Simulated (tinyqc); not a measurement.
Special k points of the hexagonal lattice: one step. Irreducible points and weights. Two cases, with inputs chosen for the exercise.

Task: Join points that an operation carries into one another (modulo reciprocal vectors); list each class by its first point in the order of (j1, j2, ...).

Lattice vectors in units of a: a1 = (1, 0), a2 = (-1/2, sqrt(3)/2); reciprocal vectors b_i with a_i . b_j = 2 pi delta_ij. Mesh: k = sum_i f_i b_i with f_i = (2 j_i + shift)/(2 N), j_i = 0 .. N-1. The point group of the lattice has 12 operations; only those that map the mesh onto itself are used.

Case 1.

Values chosen: N = 5 (points along each reciprocal vector); shift = 0 (half steps).

Case 2.

Values chosen: N = 6 (points along each reciprocal vector); shift = 0 (half steps).

Give: Irreducible points; operations that keep the mesh; irreducible points.

Result:

Case 1.

Irreducible points:
```
f1,f2,weight
0.0000,0.0000,1
0.0000,0.2000,6
0.0000,0.4000,6
0.2000,0.2000,6
0.2000,0.4000,6
```

operations that keep the mesh = 12
irreducible points = 5

The weights add up to 25 = N^2; symmetry saves a factor 5.0.

Case 2.

Irreducible points:
```
f1,f2,weight
0.0000,0.0000,1
0.0000,0.1667,6
0.0000,0.3333,6
0.0000,0.5000,3
0.1667,0.1667,6
0.1667,0.3333,12
0.3333,0.3333,2
```

operations that keep the mesh = 12
irreducible points = 7

The weights add up to 36 = N^2; symmetry saves a factor 5.1.

Computed by tinyqc, one run a case: `OMP_NUM_THREADS=1 python tinyqc.py N N+1 out.jsonl` with N = 1650959, 1651138; one thread of a shared Intel(R) Xeon(R) Processor @ 2.30GHz, about 0.1 s a run at most.
